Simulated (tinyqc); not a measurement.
From results back to parameters: conductance of a narrow metal strip with scatterers (square lattice, Green functions). Two cases, with inputs chosen for the exercise.

Problem. Boundaries with reflection R, a distance dg apart, add incoherently to the scattering in a one-dimensional channel: rho/rho0 = 1 + (lam/dg) R/(1 - R). The ratio comes from a hidden R.

Find: R; effective mean free path lam rho0/rho.

Method. y = (rho/rho0 - 1) dg/lam = R/(1 - R), so R = y/(1 + y).

Case 1.

Values chosen (out of a larger set: hopping and spacing of the size met in Cu or Al; the lattice is a model; not measured data): lam = 32 nm (bulk mean free path); dg = 11 nm (distance between boundaries).

rho/rho0 = 3.28571

Solution.

R = 0.440
effective mean free path lam rho0/rho = 9.74 nm

Case 2.

Values chosen (out of a larger set: hopping and spacing of the size met in Cu or Al; the lattice is a model; not measured data): lam = 27 nm (bulk mean free path); dg = 38 nm (distance between boundaries).

rho/rho0 = 1.43548

Solution.

R = 0.380
effective mean free path lam rho0/rho = 18.81 nm

Computed by tinyqc, one run a case: `OMP_NUM_THREADS=1 python tinyqc.py N N+1 out.jsonl` with N = 1451223, 1451225; one thread of a shared Intel(R) Xeon(R) Processor @ 2.30GHz, about 0.01 s a run at most.
